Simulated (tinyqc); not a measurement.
RKS/B3LYP (VWN-RPA form) in the 3-21g basis, for H2, spin multiplicity 1, step by step. One step of it, computed by the program tinyqc.

Task: Iteration 2: DIIS coefficients. Solve [B -1; -1 0][c; lambda] = [0; -1] for the coefficients, which sum to one.

B (overlaps of the stored error matrices):
```
                1               2
1   9.1307812e-02  -6.3101601e-03
2  -6.3101601e-03   4.3608668e-04
```

Give: DIIS coefficients.

Result:

DIIS coefficients: 0.0646  0.9354
